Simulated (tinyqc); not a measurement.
Bandgap voltage reference from two bipolar transistors: two steps of the calculation.

Two transistors of area 1 and N carry the same current I. Is(T) = Is (T/T0)^eta exp[(Vg0 q/kB)(1/T0 - 1/T)], VBE1 = Vt ln(I/Is(T)) + I rb, VBE2 = Vt ln(I/(N Is(T))) + I rb/N. The amplifier forces I R1(T) = VBE1 - VBE2 + Vos, with R(T) = R (1 + tc (T - T0)) for both resistors, and the output is Vref = VBE1 + I R2(T). Base currents and the Early effect are neglected.

Values chosen for this exercise; values of the order met in silicon bipolar transistors:
- T0 = 300 K (reference temperature)
- Vg0 = 1.142 V (band-gap voltage extrapolated to 0 K)
- eta = 4.1 (temperature exponent of the saturation current)
- Is = 1.7e-17 A (saturation current of the unit transistor at T0)
- N = 8 (area ratio of the second transistor)
- R1 = 19 kohm (resistor across which the difference of VBE falls, at T0)
- tc = 0 ppm/K (temperature coefficient of both resistors)
- Vos = 0 mV (offset of the amplifier)
- rb = 27 ohm (series resistance of the unit transistor)
- R2 = 189.7 kohm (output resistor at T0)
- T = 233 K (temperature)

Constants: q = 1.602176634e-19 C, kB = 1.380649e-23 J/K. Results are converted to the units shown.

Question 1. Operating point at the reference temperature. Vt = kB T/q; I = (Vt ln N + Vos)/(R1(T) - rb (1 - 1/N)). Evaluate at T = T0.

Wanted: Vt; I; Is(T); VBE1; I R2; Vref.

Answer 1.

Vt = 0.025852 V
I = 2.8329 uA
Is(T) = 1.7000e-17 A
VBE1 = 0.66807 V
I R2 = 0.53740 V
Vref = 1.2055 V

Question 2. Operating point at another temperature. 

Find: Vt; I; Is(T); VBE1; I R2; Vref.

Answer 2.

Vt = 0.020078 V
I = 2.2002 uA
Is(T) = 1.8355e-23 A
VBE1 = 0.78965 V
I R2 = 0.41738 V
Vref = 1.2070 V

From T0 to T, VBE1 changes by 122 mV and I R2 by -120 mV, which leaves 1.56 mV in Vref.

Computed by the program tinyqc: `OMP_NUM_THREADS=1 python tinyqc.py 2062179 2062180 out.jsonl`, one thread of a shared Intel Xeon 2.30GHz, about 0.02 s for the whole run.
